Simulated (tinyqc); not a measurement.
Joule-heated wire on a substrate, fin equation: effect of the length between the contacts.

A wire of length L loses heat along itself to two contacts and sideways to the substrate: kap A theta'' - g theta + p = 0 with theta = T - T0 and p(x) = p0 exp(-((x/L - x0)/sg)^2/2). Each end passes the heat flow theta/Rc to its contact. Constant conductivity, diffusive heat flow.

The equation is solved on 800 equal steps and the peak is the largest node value. LH = sqrt(kap A/g); the share is the integral of g theta over that of p.

Inputs (values chosen for the exercise): conductivity along the wire kap = 23 W/(m K); cross-section A = 90 nm^2; conductance per length to the substrate g = 1.3 W/(m K); thermal resistance of each contact Rc = 12 K/uW; peak heating per length p0 = 0.076 uW/nm; place of the hot spot as a share of L x0 = 0.76; width of the hot spot as a share of L sg = 0.15.

The same in every row: LH (nm) = 39.90.

Result of one run:
```
L (nm),L/LH,peak theta (K),peak/(p0/g),share to the substrate (%)
83,2.080,15.46,0.2645,50.30
```

What becomes of these results when the length between the contacts L is changed from 83 to 20 nm, all else the same?

Result of the changed run:
```
L (nm),L/LH,peak theta (K),peak/(p0/g),share to the substrate (%)
20,0.5012,3.600,0.06158,15.10
```

The whole series:
```
L (nm),L/LH,peak theta (K),peak/(p0/g),share to the substrate (%)
20,0.5012,3.600,0.06158,15.10
32,0.8019,5.932,0.1015,23.39
52,1.303,9.817,0.1679,35.56
83,2.080,15.46,0.2645,50.30
130,3.258,22.80,0.3899,65.11
220,5.513,33.13,0.5667,79.57
350,8.771,42.26,0.7229,88.25
560,14.03,49.63,0.8489,93.67
```

As L goes from 20 to 560 nm, the peak theta rises from 3.60 to 49.6 K and the share of heat to the substrate rises from 15.1 to 93.7 %; L/LH goes from 0.50 to 14. Where L/LH is smallest the peak reaches 0.062 of p0/g, where it is largest 0.85. At L = 20 nm LH or L is under 30 nm, where Fourier conduction is a rough picture.

Program tinyqc, `OMP_NUM_THREADS=1 python tinyqc.py 2520106 2520107 out.jsonl`; Intel Xeon 2.30GHz, shared host, one thread, about 0.01 s.
